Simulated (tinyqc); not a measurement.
Comparisons within one model: hydrogenic donor in a hard-walled well (variational). A value that a table varies takes the place of the one given here.

Trial function cos(pi z/L) exp(-r/lam), r measured from the donor at zi, walls at +/- L/2, one eps everywhere. Counted from the lowest subband, E(lam) = c/(m lam^2) - (q/eps) I0/I1, with I0 the integral of cos^2(pi z/L) exp(-2|z - zi|/lam) over the well and I1 the same with the factor (|z - zi| + lam/2); c = hbar^2/2m0, q = e^2/(4 pi eps0). The binding energy is -E at the minimum.

Constants: hbar^2/2m0 = 3.80998211 eV angstrom^2; e^2/(4 pi eps0) = 14.39964547 eV angstrom; Ry = 13.60569312 eV.

Inputs chosen for the exercise (near those of GaAs; shifted at random, so the results belong to these values and not to a real crystal):
- m = 0.067 m0 (mass)
- eps = 12.8 (dielectric constant)
- Ls = (22, 43, 99, 182, 363, 692, 1486) angstrom (widths)
- L = 158 angstrom (well width)
- zi = 34 angstrom (position of the donor from the centre)

## Width of the well

Ry* = 5.5639 meV
a* = 101.097 angstrom

Donor at the centre and at the wall (zi = L/2).

Binding:
```
L (angstrom)   L/a*  centre (meV)  in Ry*  wall (meV)  in Ry*  centre/wall
22             0.22         18.19   3.270       13.35   2.399         1.36
43             0.43         15.94   2.865       10.32   1.855         1.54
99             0.98         12.61   2.267        6.90   1.240         1.83
182            1.80         10.22   1.837        4.92   0.884         2.08
363            3.59          7.95   1.429        3.27   0.587         2.43
692            6.84          6.54   1.175        2.25   0.404         2.90
1486          14.70          5.81   1.044        1.63   0.293         3.56
```

What can be read from the table?

At the centre the binding falls from 3.27 to 1.04 Ry*, between the limits 4 and 1. At the wall it falls from 2.40 to 0.29 Ry*, towards 1/4: the wall forces a node through the donor, as in a 2p state. With this trial function, which underbinds wall donors by about a tenth, the wall donor drops below the bulk value between 99 and 182 angstrom. The ratio grows from 1.36 to 3.56.

## Position of the donor

Fixed width; zi from the centre to the wall.

Binding:
```
2 zi/L  zi (angstrom)  lam (angstrom)  binding (meV)  in Ry*
0.0               0.0            90.7          10.75   1.933
0.2              15.8            92.5          10.34   1.859
0.4              31.6            99.2           9.21   1.655
0.6              47.4           113.4           7.71   1.385
0.8              63.2           134.8           6.33   1.138
0.9              71.1           146.4           5.78   1.040
1.0              79.0           157.5           5.33   0.959
```

What can be read from the table?

Uniform doping spreads the level over 5.42 meV, from 10.75 at the centre to 5.33 at the wall, while lam grows by 74 %. The slope is flat at the centre, which gives a peak in the density of donor states there, and steepest between 2 zi/L = 0.4 and 0.6.

## What each parameter does

The minimum over lam; Ry* = Ry m/eps^2. Each row changes one parameter from the base and keeps the others.

Results:
```
case              binding (meV)  lam (angstrom)  binding/Ry*
base                       8.99           100.8        1.616
m = 0.08 m0               10.04            87.0        1.512
eps = 11.5                10.70            92.3        1.552
L = 205 angstrom           8.79           100.7        1.579
zi = 17 angstrom          10.28            92.8        1.847
```

What can be read from the table?

The largest shifts from the base row, up to three for each result and ties (the steps differ in size, so this ranks the rows, not the parameters). binding (meV): eps +1.71, zi +1.29, m +1.05. lam (angstrom): m -13.8, eps -8.5, zi -8.0. binding/Ry*: zi +0.231, m -0.104, eps -0.064.

tinyqc: `OMP_NUM_THREADS=1 python tinyqc.py 1282093 1282094 out.jsonl`; about 0.05 s, one thread, shared Intel(R) Xeon(R) Processor @ 2.30GHz.
